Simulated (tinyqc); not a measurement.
# Equilibrium and kinetic segregation of a solute to boundaries and growing surfaces, step by step

A worked calculation. Computed by tinyqc, a small Python program that keeps every step. Command: `OMP_NUM_THREADS=1 python tinyqc.py 3026940 3026941 out.jsonl segreg walk`. One thread of a shared host (Intel(R) Xeon(R) Processor @ 2.30GHz), about 0.01 s of CPU time with the checks. Intermediate numbers are printed to about 7 digits and carried at full precision; extremes and crossings named in words are read from the listed rows.

Inputs (values chosen for the exercise, modelled on arsenic in polycrystalline silicon): segregation energy Q = 0.435 eV; interaction z w (positive attracts) = 0.028 eV; total solute fraction x0 = 0.0053; temperature T = 1225 K; grain size d = 1400 nm; boundary thickness delta = 0.68 nm; atomic volume Omega = 20.02 angstrom^3; clean boundary energy gamma_0 = 0.81 J/m^2; bulk diffusivity D = 1.5e-21 m^2/s; anneal time t = 1.9 s; exchange barrier E_b = 1.56 eV; surface segregation energy E_s = 0.4 eV; growth temperature T_g = 770 K; growth rate = 3.6 monolayers/s; mixing = 0.3.

Isotherm: Fowler-Guggenheim.

Constants: k_B = 8.617333262e-05 eV/K; 1 eV/angstrom^2 = 16.02176634 J/m^2.

## Coverage for very large grains, by iteration

With theta the solute fraction on boundary sites and x that in the grains, theta/(1 - theta) = [x/(1 - x)] exp[(Q + z w theta)/(k_B T)]. The coverage theta_inf is that for x = x0. Start at theta = 0; theta(new) = theta + mixing (theta(out) - theta); stop below 1e-10, 80 steps at most.

Iteration:
```
step   theta in  theta out      out - in
1     0.0000000  0.2471359  2.471359e-01
2     0.0741408  0.2508130  1.766723e-01
3     0.1271425  0.2534640  1.263215e-01
4     0.1650389  0.2553707  9.033178e-02
5     0.1921384  0.2567399  6.460150e-02
6     0.2115189  0.2577221  4.620323e-02
...         ...        ...           ...
61    0.2602000  0.2602000  4.591348e-10
62    0.2602000  0.2602000  3.284271e-10
63    0.2602000  0.2602000  2.349297e-10
64    0.2602000  0.2602000  1.680495e-10
65    0.2602000  0.2602000  1.202088e-10
66    0.2602000  0.2602000  8.598727e-11
```

coverage theta_inf = 0.2602000

last residual = 8.598727e-11

Converged; without interaction theta would be 0.2471.

## Depletion of small grains

Finite grains: boundary sites are the fraction f = 3 delta/d, and x0 = (1 - f) x + f theta; solve both equations for theta; share at boundaries = f theta/x0.

site fraction f = 0.001457143

coverage theta = 0.2464504

fraction x left in the grains = 0.004948097

share of solute at boundaries = 6.775727 %

enrichment theta/x = 49.80712

7 % of the solute sits at boundaries; for a dopant that share is electrically lost.

## Boundary energy

Gibbs adsorption for this isotherm in a dilute matrix: gamma = gamma_0 + Gam_0 [k_B T ln(1 - theta) + z w theta^2/2], Gam_0 = delta/Omega sites per area.

Gam_0 = 33.96603 1/nm^2

boundary energy gamma = 0.6520763 J/m^2

Segregation lowers gamma by 19 %, and the driving force of grain growth with it.

## How fast the boundary fills

McLean kinetics from a uniform start, fed from both sides, with a constant enrichment beta = theta_inf/x0: (theta - x0)/(theta_inf - x0) = 1 - exp(s^2) erfc(s), s = 2 sqrt(D t)/(beta delta); half filling at s = 0.7691, t = (0.7691 beta delta/2)^2/D. D is an input and does not follow T.

s = 0.003198248

degree of filling = 0.003598632

time to half filling = 109874.0 s

diffusion length sqrt(D t) = 0.05338539 nm

## Segregation at a growing surface

Two-state exchange during growth, dilute: jump up r_u = nu exp(-E_b/(k_B T_g)), jump back r_d = r_u exp(-E_s/(k_B T_g)), nu = 1e13 1/s. In the time 1/R of one monolayer the share carried up is p = [r_u/(r_u + r_d)] [1 - exp(-(r_u + r_d)/R)]; the tail decays as p^n, length -1/ln p monolayers; the equilibrium limit has p = r_u/(r_u + r_d).

r_u = 615.9427 1/s

r_d = 1.484136 1/s

share carried up p = 0.9975963

decay length = 415.5175 monolayers

Exchange is fast against growth: the equilibrium regime, where heating shortens the tail.

## Tail length against growth temperature

The formulas are those given above.

Exchange model:
```
T_g (K)         r_u/R          p  length (monolayers)  equilibrium limit
543      9.220973e-03  0.0091786         2.131795e-01           5159.242
581      8.161368e-02  0.0783710         3.927265e-01           2949.853
613      4.151078e-01  0.3396971         9.261824e-01           1944.065
644      1.720042e+00  0.8205616         5.056473e+00           1350.386
670      5.120220e+00  0.9930821         1.440515e+02           1021.023
695      1.353286e+01  0.9987431         7.950858e+02            795.911
733      5.222031e+01  0.9982258         5.631261e+02            563.126
790      3.102633e+02  0.9972010         3.567756e+02            356.776
885      3.630954e+03  0.9947537         1.901116e+02            190.112
```

The length peaks among these rows at 695 K with 795 monolayers. Below, exchange freezes (r_u/R = 0.0092 in the first row); above, the length follows the equilibrium limit, about exp(E_s/(k_B T)), down to 190.

## Coverage against grain size

The formulas are those given above.

At T:
```
d (nm)      theta  x in the grains  share at boundaries (%)
15      0.0352411      0.000587057                 90.42987
30      0.0631983      0.001075659                 81.08463
60      0.1039386      0.001828249                 66.67757
120     0.1513772      0.002773742                 48.55494
250     0.1956316      0.003734117                 30.11988
500     0.2242948      0.004402841                 17.26647
1000    0.2412471      0.004817684                  9.28574
5000    0.2562413      0.005197574                  1.97257
```

From the largest grains to the smallest the share at boundaries rises from 2.0 to 90 %, and x/x0 falls to 0.11. In the dilute limit x/x0 = 1/(1 - f + f exp(Q/(k_B T))), which gives 0.11 at 15 nm.

Checks made by the program: mass balance (relative difference below 1e-10).
